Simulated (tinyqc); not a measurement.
Inside a calculation. Method: Pariser-Parr-Pople SCF with singles CI, for the molecule FC=Cc1ccccc1 (SMILES; centres numbered as the heavy atoms are written). One step of it, computed by the program tinyqc.

Task: Singles CI, triplets. Over the 6 single excitations with the smallest orbital gaps: A = (e_a - e_i) delta - (ij|ab), with (pq|rs) = sum c_mp c_mq gamma_mn c_nr c_ns.

orbital energies (eV): -17.707421  -15.299944  -13.016040  -11.783909  -10.655872  -1.459913  -0.580984  0.800195  2.997177

coefficients:
```
         MO1        MO2        MO3        MO4        MO5        MO6        MO7        MO8
1F  0.942232  -0.118223  -0.196295  -0.004639  -0.193797  -0.118737  -0.002301   0.085653
2C  0.303382   0.096752   0.351339   0.011380   0.510825   0.545475   0.010272  -0.440650
3C  0.127982   0.253981   0.522309  -0.000027   0.418671  -0.345814   0.003927   0.523483
4C  0.052915   0.476541   0.363060  -0.016123  -0.361853  -0.402540  -0.019283  -0.321822
5C  0.020822   0.398512   0.040183   0.492432  -0.318275   0.305948  -0.492196   0.009685
6C  0.009735   0.355325  -0.311940   0.508732   0.128005   0.152149   0.508081   0.315255
7C  0.006453   0.338466  -0.476769   0.017045   0.403375  -0.418701  -0.013692  -0.462187
8C  0.008709   0.355345  -0.326541  -0.489727   0.161659   0.181745  -0.492256   0.328234
9C  0.018256   0.398958   0.023468  -0.508102  -0.297906   0.285724   0.506552  -0.007303

          MO9
1F  -0.025925
2C   0.149220
3C  -0.278181
4C   0.491038
5C  -0.399245
6C   0.347084
7C  -0.325536
8C   0.343473
9C  -0.393378
```

repulsion gamma_rs (eV):
```
           1F         2C         3C         4C         5C         6C         7C         8C
1F  22.530000   8.748105   5.593053   3.785601   2.922714   2.336342   2.224140   2.541174
2C   8.748105  10.750000   7.432293   5.198598   3.655776   2.862264   2.757094   3.266483
3C   5.593053   7.432293  10.750000   7.430511   5.197022   3.655832   3.265797   3.655397
4C   3.785601   5.198598   7.430511  10.750000   7.430382   5.198134   4.638652   5.198263
5C   2.922714   3.655776   5.197022   7.430382  10.750000   7.433857   5.198263   4.639507
6C   2.336342   2.862264   3.655832   5.198134   7.433857  10.750000   7.431259   5.197847
7C   2.224140   2.757094   3.265797   4.638652   5.198263   7.431259  10.750000   7.430382
8C   2.541174   3.266483   3.655397   5.198263   4.639507   5.197847   7.430382  10.750000
9C   3.358055   4.639646   5.197131   7.432042   5.197461   4.638822   5.196559   7.431163

           9C
1F   3.358055
2C   4.639646
3C   5.197131
4C   7.432042
5C   5.197461
6C   4.638822
7C   5.196559
8C   7.431163
9C  10.750000
```

Give: triplet CI matrix; triplet excitation energies.

Result:

triplet CI matrix (eV):
```
        5>6     5>7     4>6     4>7    5>8     3>6
5>6   3.163  -0.039  -0.045  -0.190  0.462  -0.315
5>7  -0.039   4.769  -0.190   0.023  0.020  -0.045
4>6  -0.045  -0.190   4.929   0.016  0.058  -0.019
4>7  -0.190   0.023   0.016   4.199  0.010   0.034
5>8   0.462   0.020   0.058   0.010  5.549   1.531
3>6  -0.315  -0.045  -0.019   0.034  1.531   5.696
```

triplet excitation energies (eV): 2.879  4.163  4.396  4.653  5.056  7.158
